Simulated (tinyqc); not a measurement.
Comparisons within one model: sp3s* tight binding. A value that a table varies takes the place of the one given here.

sp3s* tight binding, nearest neighbours only: anion (a) at 0, cation (c) at a/4 (1,1,1), orbitals s, px, py, pz, s* on each; k in units of 2 pi/a. With phases e_j = exp(i (pi/2) k.n_j) for n = (1,1,1), (1,-1,-1), (-1,1,-1), (-1,-1,1): g0 = (e1+e2+e3+e4)/4, g1 = (e1+e2-e3-e4)/4, g2 = (e1-e2+e3-e4)/4, g3 = (e1-e2-e3+e4)/4. The diagonal holds the levels Esa, Epa, Exa (s*) and Esc, Epc, Exc. Anion-cation block: <sa|sc> = Vss g0; <sa|xc> = Vsapc g1; <xa|sc> = -Vscpa g1; <xa|xc> = Vxx g0; <xa|yc> = <ya|xc> = Vxy g3, <xa|zc> = <za|xc> = Vxy g2, <ya|zc> = <za|yc> = Vxy g1; <s*a|xc> = Vxapc g1; <xa|s*c> = -Vpaxc g1; y and z take g2 and g3 in place of g1; s-s* and s*-s* vanish.

Values chosen for the exercise (near a published set for GaAs, fitted to gaps, whose masses and valley positions are rough; not measured data):

| symbol | value | unit | meaning |
|---|---|---|---|
| Esa | -8.381 | eV | s level of the anion |
| Epa | 1.036 | eV | p level of the anion |
| Esc | -2.633 | eV | s level of the cation |
| Epc | 3.684 | eV | p level of the cation |
| Exa | 8.492 | eV | s* level of the anion |
| Exc | 6.83 | eV | s* level of the cation |
| Vss | -6.359 | eV | s-s |
| Vxx | 1.962 | eV | px-px |
| Vxy | 5.094 | eV | px-py |
| Vsapc | 4.433 | eV | s anion, p cation |
| Vscpa | 5.801 | eV | s cation, p anion |
| Vxapc | 4.911 | eV | s* anion, p cation |
| Vpaxc | 4.856 | eV | p anion, s* cation |
| eta | 2 |  | scaling exponent |
| D001 | 0.95 |  | ratio -ezz/exx |

## What the s* orbital does

The s* couplings Vxapc and Vpaxc are scaled by f; f = 0 is the plain sp3 model. Gaps from the top of the valence band at Gamma; the Delta value is the minimum on (x,0,0), 0.5 <= x <= 1.

Gaps (eV):

| f | Gamma | Delta | L | x of the minimum |
|---|---|---|---|---|
| 0.00 | 1.4782 | 4.0537 | 2.8851 | 0.500 |
| 0.25 | 1.4782 | 3.9313 | 2.7738 | 0.500 |
| 0.50 | 1.4782 | 3.6221 | 2.4804 | 0.500 |
| 0.75 | 1.4782 | 2.9697 | 2.0832 | 1.000 |
| 0.90 | 1.4782 | 2.3478 | 1.8217 | 1.000 |
| 1.00 | 1.4782 | 1.9280 | 1.6429 | 1.000 |
| 1.10 | 1.4782 | 1.5064 | 1.4620 | 1.000 |

How do the results move?

The gap at Gamma stays, since g1 to g3 vanish there. From f = 0 to 1 the s* levels lower the Delta value by 2.126 eV and L by 1.242 eV. For f = 0, 0.25 and 0.5 the least value lies at x = 0.5, the end of the range: any valley further out lies above that value until s* has lowered it enough. The lowest of the three is Gamma at both f = 0 and f = 1.

## Hydrostatic strain (sp3s* tight binding, strained)

Strain e moves each bond vector to d = (1 + e) d0 (no internal displacement for the diagonal strains used here) and k is given in fractions of the strained reciprocal cell, so the phases stay. Two-centre values Vss_sigma = Vss/4, Vsp_sigma = sqrt3 V/4 for each s-p and s*-p pair, Vpp_sigma = (Vxx + 2 Vxy)/4, Vpp_pi = (Vxx - Vxy)/4 are scaled by (d0/d)^eta and combined with the new direction cosines; the levels on the diagonal stay.

exx = eyy = ezz = e. Gaps as measured from the top of the valence band; the deformation potentials are (gap(0.01) - gap(-0.01))/0.06.

Gaps (eV):

| e | Gamma | Delta | L | x of the minimum |
|---|---|---|---|---|
| -0.03 | 1.9472 | 1.9064 | 1.8605 | 1.000 |
| -0.02 | 1.7855 | 1.9131 | 1.7856 | 1.000 |
| -0.01 | 1.6292 | 1.9204 | 1.7130 | 1.000 |
| 0.00 | 1.4782 | 1.9280 | 1.6429 | 1.000 |
| 0.01 | 1.3323 | 1.9362 | 1.5752 | 1.000 |
| 0.02 | 1.1912 | 1.9446 | 1.5098 | 1.000 |
| 0.03 | 1.0548 | 1.9534 | 1.4467 | 1.000 |

gap deformation potentials (eV): Gamma -4.948, Delta 0.263, L -2.297

What does this show, and why?

Per unit of volume strain the gaps move by -4.95 (Gamma), +0.26 (Delta) and -2.30 eV (L). The lowest valley changes from L to Gamma between e = -0.03 and -0.02. These potentials follow from the one exponent eta, which fitted models replace by one for each integral; with it the sizes are rough, the sign for Delta can be wrong (in Si, Ge and the III-V crystals measured values are small and positive), and the pressures at which valleys cross, and which valley takes over, are rough too. A gap of zero, where one is listed, marks an s level that has sunk below the valence top.

## Biaxial strain splits the top of the valence band (sp3s* tight binding, strained)

No spin-orbit coupling; k = 0; exx = eyy = e, ezz = -D001 e. The four bonds keep equal lengths, and the sums over them give Vxx(e) for px and py and Vzz(e) for pz; each level is the lower root of [[Epa, V], [V, Epc]], and the s level the upper root of the s block. The shear potential b follows from E(x,y) - E(z) = 3 b (exx - ezz), taken as the slope between e = -0.005 and 0.005.

Couplings and levels at Gamma (eV):

| e | ezz | Vxx(e) | Vzz(e) | E(x,y) | E(z) | E(x,y) - E(z) (meV) | upper s level |
|---|---|---|---|---|---|---|---|
| -0.020 | 0.0190 | 1.8530 | 2.2612 | 0.0826 | -0.2603 | 342.9 | 1.5514 |
| -0.010 | 0.0095 | 1.9085 | 2.1099 | 0.0372 | -0.1309 | 168.1 | 1.5116 |
| -0.005 | 0.0047 | 1.9355 | 2.0355 | 0.0150 | -0.0682 | 83.2 | 1.4915 |
| 0.005 | -0.0047 | 1.9880 | 1.8893 | -0.0285 | 0.0529 | -81.5 | 1.4510 |
| 0.010 | -0.0095 | 2.0135 | 1.8176 | -0.0498 | 0.1113 | -161.1 | 1.4305 |
| 0.020 | -0.0190 | 2.0630 | 1.6766 | -0.0913 | 0.2236 | -314.9 | 1.3892 |

b = -2.815 eV

What can be read from the table?

Under tension in the plane (e > 0) the bonds tilt towards the plane, Vxx grows to 2.0135 and Vzz falls to 1.8176 eV at e = 0.01, and the pz state forms the top of the valence band, by 161.1 meV; under compression (e = -0.01) the px, py pair does, by 168.1 meV. The slope gives b = -2.81 eV, a rough value, since on-site strain terms are left out (measured values lie near -2 eV).

## What each parameter does

Gaps from the top of the valence band at Gamma; Delta is the minimum on (x,0,0), 0.5 <= x <= 1. Each row changes one parameter from the base and keeps the others.

Results:

| case | Ev (eV) | gap Gamma (eV) | gap Delta (eV) | gap L (eV) |
|---|---|---|---|---|
| base | -0.0069 | 1.4782 | 1.9280 | 1.6429 |
| Vxx = 2.262 eV | -0.2610 | 1.7323 | 2.1821 | 1.9391 |
| Epc = 3.884 eV | 0.0357 | 1.4356 | 1.9996 | 1.6458 |
| Vss = -6.659 eV | -0.0069 | 1.7527 | 1.9280 | 1.7155 |
| Vscpa = 6.001 eV | -0.0069 | 1.4782 | 1.9280 | 1.7037 |
| Vsapc = 4.233 eV | -0.0069 | 1.4782 | 1.8303 | 1.5781 |
| Vxy = 4.794 eV | -0.0069 | 1.4782 | 1.9280 | 1.7278 |

How do the results move?

The largest shifts from the base row, up to three for each result and ties (the steps differ in size, so this ranks the rows, not the parameters). Ev (eV): Vxx -0.2541, Epc +0.0426; unchanged at the printed digits by Vss, Vscpa, Vsapc and Vxy. gap Gamma (eV): Vss +0.2744, Vxx +0.2541, Epc -0.0426; unchanged at the printed digits by Vscpa, Vsapc and Vxy. gap Delta (eV): Vxx +0.2541, Vsapc -0.0978, Epc +0.0715; unchanged at the printed digits by Vss, Vscpa and Vxy. gap L (eV): Vxx +0.2962, Vxy +0.0848, Vss +0.0726. Vscpa, Vsapc and Vxy cannot move Ev or the gap at Gamma, whose blocks do not hold them; s parameters never move Ev, and move the gap only where the lowest empty level at Gamma is s-like.

tinyqc: `OMP_NUM_THREADS=1 python tinyqc.py 1482270 1482271 out.jsonl`; about 0.09 s, one thread, shared Intel(R) Xeon(R) Processor @ 2.30GHz.
